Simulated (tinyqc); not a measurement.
Inside a calculation: bond unit of a tetrahedral oxide and its oxygen vacancy in tight binding. Values are carried at full precision from step to step, so a last printed digit may differ when a step is redone from the rounded ones.

Two sp3 hybrids h1, h2 at eh = (es + 3 ep)/4 point at one oxygen with orbitals s, px, py, pz; x joins the two cations, z bisects the angle phi, and th = (180 - phi)/2. With u = hbar^2/(m d^2) = 2c/d^2, c = hbar^2/2m0: Vhs = -(1.32 + sqrt3 x 1.42) u/2 and Vhp = (1.42 + sqrt3 x 2.22) u/2. <h|s> = Vhs for both; <h1|px> = Vhp cos(th), <h2|px> = -Vhp cos(th); <h|pz> = Vhp sin(th) for both; py is a lone pair. The unit holds 8 electrons. Coupling between units, which widens the levels into bands, is left out.

Constants: hbar^2/2m0 = 3.80998211 eV angstrom^2.

Inputs chosen for the exercise (near tabulated values for SiO2; not measured data):

| symbol | value | unit | meaning |
|---|---|---|---|
| es | -14.89 | eV | s level of the cation |
| ep | -7.46 | eV | p level of the cation |
| eos | -34.11 | eV | s level of oxygen |
| eop | -16.6 | eV | p level of oxygen |
| d | 1.61 | angstrom | cation-oxygen distance |
| phi | 135 | degrees | bond angle at oxygen |
| R | 3.15 | angstrom | cation-cation distance across the vacancy |

## Level and couplings

Form eh, u, Vhs, Vhp and th.

eh (hybrid level) = -9.3175 eV
u = 2.9397 eV

Vhs, Vhp (eV): -5.5553  7.7390

th = 22.5 degrees

## The matrix

Fill it in.

H (eV), lower triangle:
```
         h1       h2         s        px        py        pz
h1  -9.3175
h2        0  -9.3175
s   -5.5553  -5.5553  -34.1100
px   7.1499  -7.1499         0  -16.6000
py        0        0         0         0  -16.6000
pz   2.9616   2.9616         0         0         0  -16.6000
```

## Levels, weights and charge

Diagonalise; the four lowest levels are filled. The excess of electrons on oxygen is twice the oxygen weight of the filled levels less 6.

levels (eV): -36.4605  -23.7058  -18.0016  -16.6000  -5.5655  -2.2117

weights:
```
    level 1  level 2  level 3  level 4  level 5  level 6
h1    0.041    0.165    0.049    0.000    0.410    0.335
h2    0.041    0.165    0.049    0.000    0.410    0.335
s     0.915    0.000    0.023    0.000    0.062    0.000
px    0.000    0.669    0.000    0.000    0.000    0.331
py    0.000    0.000    0.000    1.000    0.000    0.000
pz    0.004    0.000    0.878    0.000    0.118    0.000
```

highest filled to lowest empty = 11.0345 eV
excess electrons on oxygen = 0.978

The highest filled level is the py orbital of oxygen (100 %) and the lowest empty one is 82 % cation hybrid, even under exchange of the two cations. The spacing is that of an isolated unit and exceeds the gap of the solid.

## The odd block in closed form

The combination (h1 - h2)/sqrt2 couples to px alone, with W2 = sqrt2 Vhp cos(th); W3 = (eh - eop)/2; levels (eh + eop)/2 -/+ sqrt(W2^2 + W3^2); polarity W3/sqrt(W2^2 + W3^2).

W2, W3 (eV): 10.1114  3.6412

levels of the odd block (eV): -23.7058  -2.2117

polarity = 0.3388

## The neutral oxygen vacancy

Without the oxygen the two hybrids face each other at distance R and couple by -V2, V2 = 3.22 x 2c/R^2, c = hbar^2/2m0: a bond at eh - V2 with two electrons and an antibond at eh + V2. Levels are measured from eop, the lone-pair level that stands for the top of the valence band.

Form V2 and the two levels above eop. R is a chosen distance; in real silica the neutral vacancy relaxes to about 2.5 angstrom.

V2 = 2.4728 eV

levels above eop (eV): bond 4.8097, lone hybrid 7.2825, antibond 9.7553

bond-antibond splitting = 4.9456 eV

The filled bond lies 4.81 eV above the lone pairs, so it can trap a hole; the antibond lies below the lowest empty level of the intact unit (11.03 eV). A lone hybrid, as in a dangling bond, sits at 7.28 eV.

## Checks

- Levels of the odd block against the full matrix: they agree to 1e-10 or better.

Program tinyqc; command `OMP_NUM_THREADS=1 python tinyqc.py 1450871 1450872 out.jsonl`; about 0.01 s on one thread of a shared Intel(R) Xeon(R) Processor @ 2.30GHz.
